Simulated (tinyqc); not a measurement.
BHZ model on a square lattice (one spin block): one step. Signs of dz at the four invariant points. Two cases, with inputs chosen for the exercise.

Question. dz = M, M - 4B/a^2 (twice), M - 8B/a^2 at (0,0), (pi,0), (0,pi), (pi,pi). The product of the signs is (-1)^nu. C = (s00 - s0p - sp0 + spp)/2 is the Chern number of the lower band of this block, in the sense Omega = curl of i<u|grad u>.

h(k) = e0 + d.s with s the Pauli matrices in the basis (E, H), k in units of 1/a: dx = (A/a) sin kx, dy = (A/a) sin ky, dz = M - (2B/a^2)(2 - cos kx - cos ky), e0 = -(2D/a^2)(2 - cos kx - cos ky). The other spin block is h*(-k). For small k this is the continuum model with dz = M - B k^2.

Give: dz; nu (Z2 index); C.

Case 1.

Values chosen (of the size used for InAs / GaSb double wells; the results hold for these values, not for the real material): A = 0.67 eV angstrom; B = -74.7 eV angstrom^2; D = -19.3 eV angstrom^2; M = 0.0106 eV (mass term); a = 25 angstrom (grid spacing).

Answer.

dz (meV): (0,0) 10.60, (pi,0) 488.68, (0,pi) 488.68, (pi,pi) 966.76

nu (Z2 index) = 0
C = 0

M/B < 0: no inversion, a trivial insulator.

Case 2.

Values chosen (of the size used for InAs / GaSb double wells; the results hold for these values, not for the real material): A = 0.65 eV angstrom; B = -77.8 eV angstrom^2; D = -23.2 eV angstrom^2; M = -0.0199 eV (mass term); a = 20 angstrom (grid spacing).

Answer.

dz (meV): (0,0) -19.90, (pi,0) 758.10, (0,pi) 758.10, (pi,pi) 1536.10

nu (Z2 index) = 1
C = -1

M/B > 0: the bands are inverted at Gamma alone, a quantum spin Hall insulator.

Computed by tinyqc, one run a case: `OMP_NUM_THREADS=1 python tinyqc.py N N+1 out.jsonl` with N = 1450825, 1450893; one thread of a shared Intel(R) Xeon(R) Processor @ 2.30GHz, about 0.08 s a run at most.
